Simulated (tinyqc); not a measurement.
Mean-field antiferromagnet of the Hubbard model on the square lattice: one step. One mean-field step.

e(k) = -2 t (cx + cy) - 4 t2 cx cy, ci = cos ki; one electron a site; Q = (pi, pi). <n_up - n_dn> = m cos(Q.R) gives Delta = U m/2 and bands E = e+ -/+ sqrt(e-^2 + Delta^2), e+- = (e(k) +- e(k + Q))/2 (the constant U/2 is dropped). Means run over the mesh k_i = 2 pi (j + 1/2)/N of the whole zone: mu from mean(f(E-) + f(E+)) = 1; m(out) = mean of Delta (f(E-) - f(E+))/sqrt(e-^2 + Delta^2); free energy per site F = -kT mean[ln(1 + exp(-(E- - mu)/kT)) + ln(1 + exp(-(E+ - mu)/kT))] + mu + U m^2/4. Order at T > 0 in two dimensions is an artefact of mean field.

Constants: kB = 8.617333262e-05 eV/K.

Values chosen for the exercise:
- U = 3.03 eV (on-site repulsion)
- m0 = 0.76 (starting staggered moment)
- T = 300 K

Classes of points:
```
|e-| (eV),e+ (eV),points
0.000000,0.000000,8
0.820244,0.000000,8
```

Task: From m = m0 form Delta, the two bands of each class and m(out).

Give: Delta; E-, E+ and Delta/sqrt(e-^2 + Delta^2) of each class; m(out).

Result:

Delta = 1.1514 eV

E-, E+ and Delta/sqrt(e-^2 + Delta^2) of each class:
```
|e-| (eV),E- (eV),E+ (eV),Delta/sqrt(e-^2 + Delta^2)
0.0000,-1.1514,1.1514,1.0000
0.8202,-1.4137,1.4137,0.8145
```

m(out) = 0.9072

m(out) is above m0, so the next step starts from a larger moment.

Computed by tinyqc, a small Python program: `OMP_NUM_THREADS=1 python tinyqc.py 1681170 1681171 out.jsonl` (the numbers bound the seed that draws the inputs); one thread of a shared host (Intel(R) Xeon(R) Processor @ 2.30GHz), about 0.1 s for the whole set of steps.
